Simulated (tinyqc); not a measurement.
Four-point probe, van der Pauw, Hall and spreading-resistance readings of a semiconductor layer: one step, computed by the program tinyqc. Command: `OMP_NUM_THREADS=1 python tinyqc.py 3111859 3111860 out.jsonl probe walk`. One thread of a shared host (Intel(R) Xeon(R) Processor @ 2.30GHz), about 0.01 s of CPU time with the checks.

The layer is uniform and ohmic; contacts are points unless a radius is given.

Problem. Hall reading. V_H = r_H I B/(e n t); apparent density n/r_H; Hall mobility r_H mu; Hall angle tan = r_H mu B (SI).

Inputs (values chosen for the exercise, modelled on n-type silicon):
```
quantity             value        unit
carrier density n  5.6e+14      1/cm^3
drift mobility mu     1330  cm^2/(V s)
layer thickness t     1100  micrometre
current I             0.04          mA
magnetic field B         1           T
Hall factor r_H        1.1           -
```

Backing of the layer: insulating.

Constants: e = 1.602176634e-19 C.

Give: Hall voltage; apparent density; Hall mobility; tangent of the Hall angle.

Solution.

Hall voltage = 0.4458 mV

apparent density = 5.091e+14 1/cm^3

Hall mobility = 1463 cm^2/(V s)

tangent of the Hall angle = 0.1463
